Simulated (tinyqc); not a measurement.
Hot carriers by balance equations with a heated Maxwellian: one step, computed by the program tinyqc. Command: `OMP_NUM_THREADS=1 python tinyqc.py 3000961 3000962 out.jsonl hot walk`. One thread of a shared host (Intel(R) Xeon(R) Processor @ 2.30GHz), about 0.02 s of CPU time with the checks.

The carriers follow a Maxwellian at an electron temperature T_e, slightly displaced; the drift energy is neglected against k_B T_e. The balance averages the rate, not the time, so mu_0 lies below the relaxation-time value.

Problem. Drift velocity. Parabolic band: E = hbar^2 k^2/(2 m), speed v = hbar k/m, states per spin, volume and energy g(E) = m k/(2 pi^2 hbar^2). Masses are multiplied by m_0 and all formulas are in SI units. Phonon occupation N_q = 1/(exp(hbar w/(k_B T)) - 1). Acoustic deformation potential (elastic, equipartition, absorption and emission together): 1/tau = 2 pi k_B T D_A^2 g(E)/(hbar rho v_l^2). Optical or intervalley deformation potential: 1/tau = (pi Z_f D_o^2/(rho w)) [N_q g(E + hbar w) + (N_q + 1) g(E - hbar w)], with g = 0 below the band edge. Averages over the Maxwellian, <y> = int y x^(1/2) exp(-x) dx / int x^(1/2) exp(-x) dx with x = E/(k_B T_e), split at x_0 = hbar w/(k_B T_e): 64 Gauss-Legendre points in sqrt(x) below it and 128 in sqrt(x - x_0) above it, up to x = 32. Momentum balance: mu(T_e) = e/(m nu), nu = <x (sum of rates)>/<x>. Power lost per carrier: P(T_e) = hbar w <emission rate - absorption rate> + <(2 m v_l^2/(k_B T)) (E - 2 k_B T) acoustic rate>. v = mu(T_e) F; warm-carrier coefficient (mu/mu_0 - 1)/F^2.

Inputs (values chosen for the exercise, modelled on holes in silicon):

| quantity | value | unit |
|---|---|---|
| effective mass m | 0.491 | m_0 |
| density rho | 2329 | kg/m^3 |
| sound velocity v_l | 8910 | m/s |
| acoustic deformation potential D_A | 5.9 | eV |
| phonon energy hbar w | 61 | meV |
| optical or intervalley deformation potential D_o | 8.9 | 1e8 eV/cm |
| final valleys Z_f | 1 | - |
| lattice temperature T | 150 | K |
| electric field F | 5.5 | kV/cm |

Band: parabolic. Solver: damped fixed point.

electron temperature T_e = 303.0956 K

low-field mobility mu_0 = 3452.494 cm^2/(V s)

Constants: k_B = 8.617333262e-05 eV/K; k_B = 1.380649e-23 J/K; e = 1.602176634e-19 C; hbar = 1.054571817e-34 J s; m_0 = 9.1093837015e-31 kg; hbar = 6.582119569e-16 eV s.

Give: mobility mu(T_e); drift velocity; mu/mu_0; (mu/mu_0 - 1)/F^2.

Solution.

mobility mu(T_e) = 1234.8 cm^2/(V s)

drift velocity = 0.67914 1e7 cm/s

mu/mu_0 = 0.35766

(mu/mu_0 - 1)/F^2 = -0.021234 cm^2/kV^2

Caution: the drift energy m v^2/2 is not small against the heating (3/2) k_B (T_e - T), so T_e - T is rough.
